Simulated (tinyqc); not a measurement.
Inside a calculation. Method: tight binding, honeycomb lattice. One step of it, computed by the program tinyqc.

Problem. Levels at k. Diagonalise the Hermitian matrix.

H(k) at k (eV):
```
                     A                    B
A             1.942614  -2.408058+0.111942i
B  -2.408058-0.111942i            -1.429949
```

Give: eigenvalues; weights |c|^2 of the basis functions.

Solution.

eigenvalues (eV): -2.6856  3.1982

weights |c|^2 of the basis functions:
```
   band 1  band 2
A  0.2134  0.7866
B  0.7866  0.2134
```
